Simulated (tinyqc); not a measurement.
Input admittance of a MOSFET at zero drain bias: distributed channel and distributed gate: effect of the channel length.

Source and drain grounded, strong inversion, w = 2 pi f, Cox = eps0 eox/tox. The channel is an RC line of resistance 1/(mu Cox Vo) per square fed from both ends, so one finger has the intrinsic admittance y = i w Cox L tanh(g)/g per width, g = (1/2) sqrt(i w tau), tau = L^2/(mu Vo). The vertical resistance rv/L is in series with y, the overlaps 2 i w Cov in parallel: y_t = 1/(1/y + rv/L) + 2 i w Cov. The gate strip is a line of Rsh/L per length loaded by y_t, so a finger has Y = y_t Wf tanh(k)/k, k = (Wf/sd) sqrt(y_t Rsh/L); the device has Nf Y.

Low-frequency limits, with c = Cox L and ct = c + 2 Cov: R_strip = Rsh Wf/(3 sd^2 L Nf), R_ch = (c/ct)^2 L/(12 mu Cox Vo Wf Nf), R_vert = (c/ct)^2 rv/(L Wf Nf), C = ct Wf Nf. Z = 1/(Nf Y) = R + 1/(i w C), Q = |Im Z|/R, far-point signal |1/cosh k|.

Parameters, values chosen for the exercise; values of the order met in silicon radio-frequency transistors: relative permittivity of the gate insulator (close to silicon dioxide) eox = 3.9; insulator thickness tox = 7 nm; finger width Wf = 9 um; number of fingers Nf = 16; channel mobility mu = 220 cm^2/(V s); gate overdrive Vo = 0.29 V; sheet resistance of the gate Rsh = 18 ohm/square; vertical resistivity of the gate stack rv = 6.7 ohm um^2; number of ends at which a finger is contacted sd = 1; overlap and fringe capacitance on each side Cov = 0.34 fF/um; frequency f = 25 GHz.

Constants: eps0 = 8.8541878128e-14 F/cm where lengths are in cm. Results are converted to the units shown.

Effect of the channel length:
```
L (um)     w tau      |k|  R (ohm)  low-frequency R (ohm)  C (fF)        Q  signal at the far point
0.03    0.022159   2.5141   92.179                 112.57  72.382  0.95416                  0.34669
0.058   0.082824   1.9531   53.629                 58.354  108.37   1.0954                  0.53223
0.11     0.29791   1.5952   29.922                 31.164  155.11   1.3717                  0.68402
0.22      1.1916   1.3517   16.523                 16.950  236.59   1.6285                  0.76868
0.42      4.3431   1.1801   12.091                 12.476  365.26   1.4415                  0.76343
0.8       15.757  0.88921   12.857                 14.965  469.35   1.0550                  0.79585
1.6       63.029  0.59827   12.009                 27.072  434.00   1.2215                  0.90165
3         221.59  0.43813   10.949                 51.561  436.40   1.3324                  0.94679
```

Read the table: what changes, and by how much?

As L goes from 0.03 to 3, R moves up and down between 10.9 and 92.2 ohm, C moves up and down between 72.4 and 469 fF and Q moves up and down between 0.954 and 1.63.

Numbers from tinyqc (`OMP_NUM_THREADS=1 python tinyqc.py 2262008 2262009 out.jsonl`; about 0.01 s on one thread of a shared Intel Xeon 2.30GHz).
